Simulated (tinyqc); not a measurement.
# Worked calculation: circular transfer-length structure

Computed by the program tinyqc: `OMP_NUM_THREADS=1 python tinyqc.py 2760056 2760057 out.jsonl`, one thread of a shared Intel Xeon 2.30GHz, about 0.01 s for the whole run. Printed values are rounded.

A disc contact of radius r0 and a very wide ring contact from r1 = r0 + sp outwards lie on a thin layer; the metal has no resistance and the sheet resistance under the contacts equals Rsh.

Parameters, values chosen for the exercise:

| symbol | value | unit | meaning |
|---|---|---|---|
| Rsh | 1200 | ohm/sq | sheet resistance of the semiconductor layer |
| rc | 1.1e-5 | ohm cm^2 | specific contact resistivity |
| r0 | 6.8 | um | radius of the inner contact |
| sp | 6.4 | um | gap between the contacts |

## The three parts of the resistance

Transfer length Lt = sqrt(rc/Rsh). R = (Rsh/2 pi) [(Lt/r0) I0(r0/Lt)/I1(r0/Lt) + ln(r1/r0) + (Lt/r1) K0(r1/Lt)/K1(r1/Lt)] with modified Bessel functions; for r0 >> Lt both ratios tend to 1.

Lt = 0.9574271 um
I0/I1 = 1.079146
K0/K1 = 0.9655757
inner contact = 29.01874 ohm
gap = 126.6799 ohm
outer contact = 13.37579 ohm
R = 169.0744 ohm

The contacts make up 25.1 % of R.

## The large-radius form

Transfer length Lt = sqrt(rc/Rsh). R = (Rsh/2 pi) [(Lt/r0) I0(r0/Lt)/I1(r0/Lt) + ln(r1/r0) + (Lt/r1) K0(r1/Lt)/K1(r1/Lt)] with modified Bessel functions; for r0 >> Lt both ratios tend to 1. Large radius: R = (Rsh/2 pi) [Lt (1/r0 + 1/r1) + ln(r1/r0)], and linearised for sp << r0: Rsh (sp + 2 Lt)/(2 pi r0).

large-radius R = 167.4230 ohm
linearised R = 233.5324 ohm

Against the Bessel form the first is 0.98 % below it and the second 38 % above it.
